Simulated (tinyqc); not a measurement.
Leakage currents through a thin dielectric: one step, computed by the program tinyqc. Command: `OMP_NUM_THREADS=1 python tinyqc.py 3008863 3008864 out.jsonl leak walk`. One thread of a shared host (Intel(R) Xeon(R) Processor @ 2.30GHz), about 0.01 s of CPU time with the checks.

Electrons leave an electrode with Fermi energy E_F above its band bottom; barriers are counted from the Fermi level, and both electrodes are alike.

Problem. Fields. Field F = V/t; equivalent oxide thickness 3.9 t/k.

Inputs (values chosen for the exercise, modelled on Al2O3): static permittivity k = 8.87; thickness t = 2.6 nm; voltage V = 1.1 V.

Stack: single layer.

Give: field F; equivalent oxide thickness.

Solution.

field F = 4.231 MV/cm

equivalent oxide thickness = 1.143 nm
